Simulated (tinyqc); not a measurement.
Weaire-Thorpe hybrids on a Bethe lattice: gap and dangling bond of an amorphous tetrahedral solid: one step. Edges. Three cases, with inputs chosen for the exercise.

Problem. Bounds -V2 + V1 and V2 - 3 V1. On the tree the s-like bands are narrower: E = -V1 -/+ sqrt(V2^2 + 4 V1^2 + V1 V2 e) with e from -2 sqrt3 to 2 sqrt3 (for a crystal, -4 to 4), so the conduction edge is -V1 + sqrt(V2^2 + 4 V1^2 - 2 sqrt3 V1 V2).

Four sp3 hybrids an atom at energy 0, coupled by -V1 on the atom and by -V2 along a bond; the bonds form a tree (no rings). For any network the gap runs at least from -V2 + V1 to V2 - 3 V1, and p-like states pile up at -V2 + V1 and V2 + V1. On the tree the gap is wider: it ends at Ec = -V1 + sqrt(V2^2 + 4 V1^2 - 2 sqrt3 V1 V2), which makes it well wider than the gaps of the real glasses. A branch seen from a hybrid has the self-energy S = V2^2 g, where g is the Green function of the hybrid across the bond, whose three partners carry S themselves. With a = z - V1, b = a - S: g = 1/(a + V1 b/(b + 3 V1)), z = E + i eta. A full atom has G = (1/b)(b + 3 V1)/(b + 4 V1) per hybrid; a dangling hybrid with shift dh has G = 1/(1/g - dh).

Give: edges; gaps.

Case 1.

Values chosen (out of a larger set: of the size of tabulated hybrid energies for amorphous silicon; not measured data): V1 = 1.83 eV (coupling of two hybrids on one atom); V2 = 4.24 eV (coupling of the two hybrids of a bond).

Solution.

edges (eV): Ev -2.4100, Ec(bound) -1.2500, Ec(tree) 0.2900

gaps (eV): (bound, reached in the crystal) 1.1600, (tree) 2.7000

The gap needs no periodicity, only V2 > 2 V1 (here V2/V1 = 2.317); leaving out rings widens it by 1.540 eV. Two parameters give the trend, not the value.

Case 2.

Values chosen (out of a larger set: of the size of tabulated hybrid energies for amorphous silicon; not measured data): V1 = 1.69 eV (coupling of two hybrids on one atom); V2 = 4.42 eV (coupling of the two hybrids of a bond).

Solution.

edges (eV): Ev -2.7300, Ec(bound) -0.6500, Ec(tree) 0.5649

gaps (eV): (bound, reached in the crystal) 2.0800, (tree) 3.2949

The gap needs no periodicity, only V2 > 2 V1 (here V2/V1 = 2.615); leaving out rings widens it by 1.215 eV. Two parameters give the trend, not the value.

Case 3.

Values chosen (out of a larger set: of the size of tabulated hybrid energies for amorphous silicon; not measured data): V1 = 1.76 eV (coupling of two hybrids on one atom); V2 = 4.4 eV (coupling of the two hybrids of a bond).

Solution.

edges (eV): Ev -2.6400, Ec(bound) -0.8800, Ec(tree) 0.4591

gaps (eV): (bound, reached in the crystal) 1.7600, (tree) 3.0991

The gap needs no periodicity, only V2 > 2 V1 (here V2/V1 = 2.500); leaving out rings widens it by 1.339 eV. Two parameters give the trend, not the value.

Computed by tinyqc, one run a case: `OMP_NUM_THREADS=1 python tinyqc.py N N+1 out.jsonl` with N = 1481925, 1482228, 1482329; one thread of a shared Intel(R) Xeon(R) Processor @ 2.30GHz, about 0.04 s a run at most.
